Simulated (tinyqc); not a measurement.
# Undoped symmetric double-gate MOSFET, analytic potential model: effect of the temperature

An undoped body of thickness ts between two equal insulators and tied gates; long channel, electrons only, n = ni exp((psi - V)/Vt) with V the quasi-Fermi potential (0 at the source, Vd at the drain), constant mobility, no quantisation. Across the body psi(x) = V - 2 Vt ln[(ts/(2 beta)) sqrt(q ni/(2 eps0 eps_r Vt)) cos(2 beta x/ts)], x from the centre. Q is the electron charge per area of the whole body.

Nc and Nv are given at 300 K and scale as (T/300 K)^1.5; Eg and mu are held fixed. ni = sqrt(Nc Nv) exp(-Eg/(2 Vt)), Eg in volts; r = eps_r tox/(eox ts); V0 = dphi + 2 Vt ln[(2/ts) sqrt(2 eps0 eps_r Vt/(q ni))]. beta (between 0 and pi/2) solves (Vg - V0 - V)/(2 Vt) = ln(beta) - ln(cos beta) + 2 r beta tan(beta). Q = 8 eps0 eps_r Vt beta tan(beta)/ts; I = mu (1/L)(4 eps0 eps_r/ts)(2 Vt)^2 [g(beta_s) - g(beta_d)] per width, g = beta tan(beta) - beta^2/2 + r beta^2 tan^2(beta), with beta_s at V = 0 and beta_d at V = Vd.  I(low) is taken at Vg = 0.34 V, Qs and I(high) at Vg = 1.09 V.

Values chosen for this exercise; material values those of a made-up semiconductor: band gap Eg = 1.11 eV; relative permittivity of the semiconductor eps_r = 9.85; conduction-band density of states at the reference temperature Nc = 3.4e19 cm^-3; valence-band density of states at the reference temperature Nv = 2e19 cm^-3; relative permittivity of the gate insulator eox = 7.7; insulator thickness tox = 4 nm; body thickness ts = 10 nm; gate work function less that of the intrinsic body dphi = 0.12 V; channel mobility mu = 250 cm^2/(V s); gate length L = 0.2 um; drain voltage Vd = 0.05 V.

Constants: q = 1.602176634e-19 C, kB = 1.380649e-23 J/K, Vt = kB T/q, eps0 = 8.8541878128e-14 F/cm where lengths are in cm. Results are converted to the units shown.

Result of one run:

| T (K) | V0 (V) | I(low) (nA/um) | Qs(high) (nC/cm^2) | I(high) (uA/um) |
|---|---|---|---|---|
| 340 | 0.58109 | 1.6347 | 1353.1 | 79.927 |

What becomes of these results when the temperature T is changed from 340 to 220 K, all else the same?

Result of the changed run:

| T (K) | V0 (V) | I(low) (nA/um) | Qs(high) (nC/cm^2) | I(high) (uA/um) |
|---|---|---|---|---|
| 220 | 0.61836 | 0.0012223 | 1310.0 | 77.039 |

The whole series:

| T (K) | V0 (V) | I(low) (nA/um) | Qs(high) (nC/cm^2) | I(high) (uA/um) |
|---|---|---|---|---|
| 220 | 0.61836 | 0.0012223 | 1310.0 | 77.039 |
| 250 | 0.60926 | 0.013622 | 1318.0 | 77.590 |
| 280 | 0.60001 | 0.092741 | 1328.0 | 78.267 |
| 310 | 0.59061 | 0.44375 | 1339.8 | 79.051 |
| 340 | 0.58109 | 1.6347 | 1353.1 | 79.927 |
| 370 | 0.57146 | 4.9320 | 1367.7 | 80.881 |
| 400 | 0.56172 | 12.727 | 1383.4 | 81.905 |
| 430 | 0.55188 | 28.977 | 1400.2 | 82.988 |

As T goes from 220 to 430 K, I(low) rises from 0.00122 to 29.0 nA/um and I(high) rises from 77.0 to 83.0 uA/um. V0 falls from 0.618 to 0.552 V. In every row the surface density at the source at the higher gate voltage passes 0.3 Nc, where Boltzmann statistics fail. In every row the mobility is held fixed, though a real one changes with T.

Computed by the program tinyqc: `OMP_NUM_THREADS=1 python tinyqc.py 2440137 2440138 out.jsonl`, one thread of a shared Intel Xeon 2.30GHz, about 0.03 s for the whole run.
